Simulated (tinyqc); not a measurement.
Implanted layer, carriers, mobility and sheet resistance: effect of the straggle after annealing.

An n-type layer from the surface x = 0 to the junction xj, N(x) = N0 exp(-(x - Rp)^2/(2 sg^2)). Local neutrality (no depletion at surface or junction, no spilling of carriers), intrinsic carriers neglected, full ionisation of active dopants.

xj = Rp + sg sqrt(2 ln(N0/Nb)). Active dopant A = min(N, Ns); n = A - Nb; mobility mu = m1 + (m2 (T/300 K)^(-bt) - m1)/(1 + ((A + Nb)/Nr)^am). Dose = integral of N, carrier sheet density = integral of n, 1/Rs = q integral of n mu, mean mobility 1/(q Rs sheet density), Hall mobility (unit Hall factor) = integral of n mu^2 over integral of n mu, Hall sheet density = (integral of n mu)^2/integral of n mu^2; all from 0 to xj. Integrals on 4000 steps.

Inputs (values chosen for the exercise); values close to those of arsenic in silicon over a p-type background:
```
symbol,value,unit,meaning
T,300,K,temperature
Nb,3.4e15,cm^-3,background doping of the opposite type
N0,4.5e19,cm^-3,peak chemical concentration
m1,50.6,cm^2/(V s),mobility limit at high doping
m2,1410,cm^2/(V s),"mobility limit at low doping, at 300 K"
Nr,9.62e16,cm^-3,reference doping of the mobility law
am,0.676,,exponent of the mobility law
bt,2.1,,temperature exponent of m2
Ns,2e20,cm^-3,solubility limit of active dopant
Rp,18,nm,projected range
```

Constants: q = 1.602176634e-19 C. Results are converted to the units shown.

Effect of the straggle after annealing:
```
sg (nm),xj (nm),dose (cm^-2),carriers (cm^-2),Rs (ohm/square),mean mobility (cm^2/(V s)),Rs xj (ohm nm),Hall/true sheet density
6.1,44.58,6.870e13,6.868e13,1082,83.97,4.824e4,0.8808
9,57.21,9.921e13,9.919e13,767.9,81.94,4.393e4,0.9025
13,74.64,1.345e14,1.344e14,576.3,80.56,4.302e4,0.8983
20,105.1,1.841e14,1.840e14,422.4,80.29,4.441e4,0.8867
30,148.7,2.456e14,2.455e14,314.5,80.84,4.676e4,0.8762
44,209.7,3.269e14,3.269e14,234.0,81.59,4.908e4,0.8681
```

As sg goes from 6.1 to 44, xj rises from 44.6 to 210 nm, Rs falls from 1080 to 234 ohm/square, the mean mobility goes from 84.0 through a minimum of 80.3 (at sg = 20 among the rows listed) to 81.6 cm^2/(V s) and the share of the dose that conducts stays near 100 %. The peak N0 is held, so the dose changes too. Rs goes as sg^(-0.78) over the table.

tinyqc, about 0.01 s, one thread, Intel Xeon 2.30GHz (shared host): `OMP_NUM_THREADS=1 python tinyqc.py 2110163 2110164 out.jsonl`
